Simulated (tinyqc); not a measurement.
Trench capacitor in an array: capacitance, non-linearity, leakage and relaxation: two steps of the calculation.

A film between two metal electrodes, each interface adding a series capacitance ci. The small-signal permittivity is ek (1 + aq E^2); the field is found with the linear permittivity. Leakage J = J0 sinh(E/Ef). After a voltage step the film passes a relaxation current kr C V tt^(-nr), tt being the time in seconds. The sidewall is a coaxial capacitor with radii a = dm/2 - t and b = dm/2, depth AR dm; the end face is left out.

Parameters, values chosen for the exercise; permittivity of the order of that of titanium dioxide:
- ek = 86.2 (relative permittivity of the film)
- t = 4.5 nm (film thickness)
- ci = 1000 uF/cm^2 (capacitance of each electrode interface (dead layer and screening))
- aq = 0.022 cm^2/MV^2 (quadratic field coefficient of the permittivity)
- V = 0.9 V (bias)
- J0 = 1e-10 A/cm^2 (leakage prefactor)
- Ef = 0.29 MV/cm (field for an e-fold rise of the leakage)
- dm = 24 nm (diameter of the hole)
- AR = 50 (aspect ratio, depth over diameter)
- pt = 48 nm (pitch of the square array)
- rho = 140 uohm cm (resistivity of the inner electrode)

Constants: eps0 = 8.8541878128e-14 F/cm where lengths are in cm. Results are converted to the units shown.

Question 1. Planar capacitance, field and non-linearity. Planar film: Cf = eps0 ek/t, 1/C = 1/Cf + 2/ci, EOT = 3.9 eps0/C, effective permittivity C t/eps0, E = (V/t) C/Cf; quadratic coefficient [C(V)/C - 1]/V^2 with Cf (1 + aq E^2) in C(V).

Wanted: Cf; C; EOT; effective permittivity; E; quadratic coefficient; J.

Answer 1.

Cf = 16.961 uF/cm^2
C = 16.404 uF/cm^2
EOT = 0.21050 nm
effective permittivity = 83.372
E = 1.9344 MV/cm
quadratic coefficient = 98031 ppm/V^2
J = 3.9431e-8 A/cm^2

The interfaces take 3.28 % of the voltage.

Question 2. Cell capacitance, fields and time constant. Per length 1/c = ln(b/a)/(2 pi eps0 ek) + (1/a + 1/b)/(2 pi ci); cell capacitance c AR dm; per footprint over pt^2; fields c V/(2 pi eps0 ek r) at r = a and b; resistance of the inner electrode rho AR dm/(pi a^2); time constant R C/3 of the distributed line.

Wanted: a; b; cell capacitance; capacitance per footprint; field at a; field at b; R; R C/3.

Answer 2.

a = 7.500 nm
b = 12.00 nm
cell capacitance = 11.83 fF
capacitance per footprint = 513.4 uF/cm^2
field at a = 2.466 MV/cm
field at b = 1.541 MV/cm
R = 9.507 kohm
R C/3 = 37.48 ps

The array gives 31.3 times the planar capacitance per footprint; curvature makes the field at the inner electrode 1.28 times the planar value.

Numbers from tinyqc (`OMP_NUM_THREADS=1 python tinyqc.py 2102088 2102089 out.jsonl`; about 0.01 s on one thread of a shared Intel Xeon 2.30GHz).
